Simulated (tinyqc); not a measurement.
Comparisons within one model: finite square well with mass mismatch (envelope functions). A value that a table varies takes the place of the one given here.

A square well of width L and depth V0, mass mw inside and mb outside, energies from the bottom of the well, c = hbar^2/2m0. k = sqrt(mw E/c), kappa = sqrt(mb (V0 - E)/c). psi and psi'/m are continuous at the walls (BenDaniel-Duke), so level n solves k L + 2 atan[(k/mw)/(kappa/mb)] = n pi.

Non-parabolic bands: mw is replaced by mw (1 + alpha_w E) and mb by mb (1 - alpha_b (V0 - E)), in k, kappa and the matching condition alike.

Constants: hbar^2/2m0 = 3.80998211 eV angstrom^2.

Values chosen for the exercise (near those of the light valleys of a Si film in SiO2; shifted at random, so the results belong to these values and not to a real crystal):
```
symbol   value                        unit      meaning
V0       3.064                        eV        barrier height
mw       0.185                        m0        mass in the well
mb       0.516                        m0        mass in the barrier
Ls       (8, 11, 16, 22, 31, 43, 60)  angstrom  widths
L        19                           angstrom  well width
alpha_w  0.45                         1/eV      non-parabolicity in the well
alpha_b  0.16                         1/eV      non-parabolicity in the barrier
```

## Width of the well

Levels against L, beside the infinite well E1(hard) = c (pi/L)^2/mw; Pb is the probability of level 1 in the barriers; a dash marks an unbound level.

Levels:
```
L (angstrom)  bound levels  E1 (eV)  E2 (eV)  E1(hard) (eV)     Pb
8                        1   0.8007        -         3.1759  0.121
11                       2   0.5565   2.3975         1.6798  0.072
16                       2   0.3444   1.4612         0.7940  0.036
22                       3   0.2197   0.9118         0.4200  0.019
31                       4   0.1302   0.5310         0.2115  0.009
43                       6   0.0764   0.3086         0.1099  0.004
60                       8   0.0432   0.1735         0.0565  0.002
```

The infinite well overestimates E1 by a factor 3.97 at 8 angstrom and 1.31 at 60 angstrom. The local exponent d ln E1/d ln L goes from -1.14 (first two rows) to -1.71 (last two), towards the -2 of hard walls, as Pb falls from 0.121 to 0.002. E2 - E1 is largest at 11 angstrom of the widths listed. Non-parabolicity, which grows with the level, already counts at a few tenths of an eV, and levels above about 0.5 eV lie beyond a parabolic band.

## Levels of description

The same well five ways. mb = mw: the barrier takes the mass of the well. psi' continuous: kappa holds mb but the condition drops the masses, k L + 2 atan(k/kappa) = n pi. The last column is measured against BenDaniel-Duke.

Levels (eV):
```
model                E1      E2      E3  E1 - E1(BDD) (meV)
infinite walls   0.5630  2.2522  5.0674               291.6
mb = mw          0.3446  1.3366  2.7466                73.1
BenDaniel-Duke   0.2715  1.1376  2.6146                 0.0
psi' continuous  0.4096  1.5417  2.8730               138.1
non-parabolic    0.2935  0.9761  1.8056                22.0
```

Hard walls put E1 291.6 meV too high. Ignoring the mass step moves it by +73.1 meV and the wrong matching by +138.1 meV: with mb/mw = 2.79, continuity of psi'/m lets the slope outside be 2.79 times the slope inside, which acts like a softer wall. Non-parabolicity shifts E1 by +22.0 meV, the balance of a heavier mass in the well, which lowers it, and a lighter mass deep in the barrier, which hardens the wall. Among the finite wells the largest departure in E1 is that of the model 'psi' continuous'.

## What each parameter does

Parabolic bands. Pb is the probability of level 1 in the barriers, (A^2/kappa)/(A^2/kappa + L/2 + sin(kL)/(2k)) with A = cos(kL/2). Each row changes one parameter from the base and keeps the others.

Results:
```
case             E1 (eV)  bound levels      Pb  V0 - E1 (eV)
base              0.2715             3  0.0259        2.7925
L = 21 angstrom   0.2352             3  0.0210        2.8288
V0 = 2.604 eV     0.2586             3  0.0305        2.3454
mw = 0.2035 m0    0.2599             3  0.0235        2.8041
mb = 0.4128 m0    0.2876             3  0.0260        2.7764
```

The largest shifts from the base row, up to three for each result and ties (the steps differ in size, so this ranks the rows, not the parameters). E1 (eV): L -0.0363, mb +0.0161, V0 -0.0129. bound levels: unchanged at the printed digits by L, V0, mw and mb. Pb: L -0.0048, V0 +0.0046, mw -0.0024. V0 - E1 (eV): V0 -0.4471, L +0.0363, mb -0.0161.

Program tinyqc; command `OMP_NUM_THREADS=1 python tinyqc.py 1250522 1250523 out.jsonl`; about 0.01 s on one thread of a shared Intel(R) Xeon(R) Processor @ 2.30GHz.
